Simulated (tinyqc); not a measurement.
Lateral field, substrate current, probability of reaching the oxide barrier and hot-carrier lifetime of a silicon transistor (pseudo-two-dimensional and lucky-electron models): one step, computed by the program tinyqc. Command: `OMP_NUM_THREADS=1 python tinyqc.py 3017979 3017980 out.jsonl hotcar walk`. One thread of a shared host (Intel(R) Xeon(R) Processor @ 2.30GHz), about 0.01 s of CPU time with the checks.

Local-field models: a lucky carrier gains its energy at the peak field over a path free of collisions. Voltages are magnitudes.

Task: Peak lateral field. C_ox = 3.9 eps_0/t; F_sat = 2 v_s/mu; V_Dsat = V_ov F_sat L/(V_ov + F_sat L), V_ov = V_G - V_T; I_D/W = C_ox v_s (V_ov - V_Dsat). Scale length l = 0.22 t^(1/3) x_j^(1/2) (all in cm); F_m = sqrt(((V_D - V_Dsat)/l_e)^2 + F_sat^2), with l_e = l + L_n; length of the velocity-saturated region l_e ln((V_D - V_Dsat)/(l_e F_sat) + F_m/F_sat).

Inputs (values chosen for the exercise, modelled on a silicon n-channel):
```
quantity                                value                      unit
channel length L                          400                        nm
oxide thickness t                         9.9                        nm
junction depth x_j                         74                        nm
mobility mu                               290                cm^2/(V s)
saturation velocity v_s                  0.86                  1e7 cm/s
threshold voltage V_T                    0.44                         V
gate voltage V_G                          2.4                         V
drain voltage V_D                         4.8                         V
ionisation prefactor A_i              2.3e+06                      1/cm
ionisation field B_i                     1.76                     MV/cm
hot-carrier mean free path lambda         6.9                        nm
oxide barrier phi_b                       3.1                        eV
interface-trap threshold phi_it           3.6                        eV
lifetime constant H                        40  s microampere/micrometre
length of the depleted extension L_n       55                        nm
```

Drain: lightly doped extension.

Constants: eps_0 = 8.8541878128e-12 F/m.

Give: scale length l; peak field F_m; velocity-saturated length; energy gained over one free path, e lambda F_m.

Result:

scale length l = 59.646 nm

peak field F_m = 330.43 kV/cm

velocity-saturated length = 275.45 nm

energy gained over one free path, e lambda F_m = 0.22800 eV

Caution: the empirical formula for l was fitted to oxides of about 15 nm or more; for thinner ones it is an extrapolation. Caution: the saturated region fills most of the channel, so the split into two regions is rough.
